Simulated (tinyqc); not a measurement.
Undoped symmetric double-gate MOSFET, analytic potential model: two steps of the calculation.

An undoped body of thickness ts between two equal insulators and tied gates; long channel, electrons only, n = ni exp((psi - V)/Vt) with V the quasi-Fermi potential (0 at the source, Vd at the drain), constant mobility, no quantisation. Across the body psi(x) = V - 2 Vt ln[(ts/(2 beta)) sqrt(q ni/(2 eps0 eps_r Vt)) cos(2 beta x/ts)], x from the centre. Q is the electron charge per area of the whole body.

Inputs (values chosen for the exercise); material values those of a made-up semiconductor:
```
symbol  value  unit                                     meaning
T         350     K                                 temperature
eps_r    15.8        relative permittivity of the semiconductor
ts         20    nm                              body thickness
Vg        0.7     V                                gate voltage
```

Constants: q = 1.602176634e-19 C, kB = 1.380649e-23 J/K, Vt = kB T/q, eps0 = 8.8541878128e-14 F/cm where lengths are in cm. Results are converted to the units shown.

Question 1. beta at the source by Newton steps in z = ln(tan beta). With V = 0, t = exp(z), beta = arctan(t): f = ln(beta) + (1/2) ln(1 + t^2) + 2 r beta t - (Vg - V0)/(2 Vt); with c = t/(1 + t^2), df/dz = c/beta + t c + 2 r t (c + beta); z(new) = z - f/(df/dz).

z at the start = -1
r = 0.33945313
V0 = 0.76020346 V

Give: beta; f; df/dz; z after iteration 1.

Answer 1.

beta = 0.35251
f = 0.10689
df/dz = 1.2074
z after iteration 1 = -1.0885

Question 2. Potential and electron density across the body at the source. psi(x) as above with V = 0 and beta = beta_s; n = ni exp(psi/Vt).

x/ts, point 0 to 6: 0  0.1  0.2  0.3  0.4  0.45  0.5
beta_s = 0.32442659
ni = 6.0683972e7 cm^-3

Find: psi; n.

Answer 2.

```
point	psi (V)	n (cm^-3)
0	0.6223	5.544e16
1	0.6224	5.567e16
2	0.6228	5.638e16
3	0.6235	5.759e16
4	0.6244	5.935e16
5	0.6249	6.045e16
6	0.6255	6.171e16
```

The density at the surface is 1.11 times that at the centre (1/cos^2 beta).

tinyqc, about 0.01 s, one thread, Intel Xeon 2.30GHz (shared host): `OMP_NUM_THREADS=1 python tinyqc.py 2440026 2440027 out.jsonl`
